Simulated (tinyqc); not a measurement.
Electromigration in a confined line: Blech product, Korhonen stress evolution and Black's law: one step, computed by the program tinyqc. Command: `OMP_NUM_THREADS=1 python tinyqc.py 3001668 3001669 out.jsonl emigr walk`. One thread of a shared host (Intel(R) Xeon(R) Processor @ 2.30GHz), about 0.01 s of CPU time with the checks.

The electron wind pushes atoms from the cathode (x = 0) to the anode (x = L); blocking ends build a back stress (tension positive). The input rho is taken not to change with temperature. d sigma/dt = d/dx [kappa (d sigma/dx + G)], with zero flux at both ends and sigma = sigma_0 at t = 0.

Problem. Steady state and Blech product. At steady state sigma(x) = sigma_0 + G (L/2 - x). A void forms only if the cathode stress reaches sigma_c, that is if j L exceeds (j L)_c = 2 Omega (sigma_c - sigma_0)/(Z* e rho). Time scale tau = L^2/kappa.

Inputs (values chosen for the exercise, close to those used for copper lines):
```
quantity,value,unit
resistivity rho,3.62,micro-ohm cm
atomic volume Omega,11.8,angstrom^3
effective charge number Z*,0.96,-
critical stress sigma_c,100,MPa
initial stress sigma_0,44,MPa
current density j,5.7,MA/cm^2
line length L,99,um
test temperature T,210,C
```

Start: thermal stress.

stress gradient G = 26.89571 MPa/um

kappa = 4.612111e-16 m^2/s

Constants: e = 1.602176634e-19 C.

Give: steady cathode stress; j L; critical product (j L)_c; tau.

Solution.

steady cathode stress = 1375.3 MPa

j L = 56430 A/cm

critical product (j L)_c = 2373.6 A/cm

tau = 5902.9 h

j L is 23.8 times the critical product: the line can fail. Caution: a steady stress above sigma_c is formal, since a void forms first.
